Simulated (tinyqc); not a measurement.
Weibull analysis of times to dielectric breakdown, with area scaling: one step of the calculation.

Breakdown times follow F(t) = 1 - exp(-(t/t63)^beta). The 10 times below were drawn at random from beta = 3.8, t63 = 92 s and are treated as data; all samples failed.

Problem. Straight-line fit. W = ln(-ln(1 - F)) is the Weibull ordinate of each ranked failure. Least squares of W on ln t: beta = sum (x - mean x)(W - mean W)/sum (x - mean x)^2 with x = ln t, and ln t63 = mean x - mean W/beta.

Values chosen for this exercise: characteristic time of a test capacitor t63 = 92 s; Weibull slope beta = 3.8.

```
i            W       ln t
1   -2.6638431  3.7471484
2   -1.7232632  3.9908342
3   -1.2020231  4.1125119
4   -0.8216665  4.2224446
5   -0.5085954  4.3307333
6   -0.2303654  4.4296256
7    0.0329250  4.5443580
8    0.2990329  4.5591262
9    0.5939772  4.5890408
10   0.9926889  4.5951199
```

Wanted: beta; t63.

Solution.

beta = 3.7855
t63 = 85.651 s

beta is 0.38 % below the value that made the data and t63 6.9 % below it.

Computed by the program tinyqc: `OMP_NUM_THREADS=1 python tinyqc.py 2070141 2070142 out.jsonl`, one thread of a shared Intel Xeon 2.30GHz, about 0.01 s for the whole run.
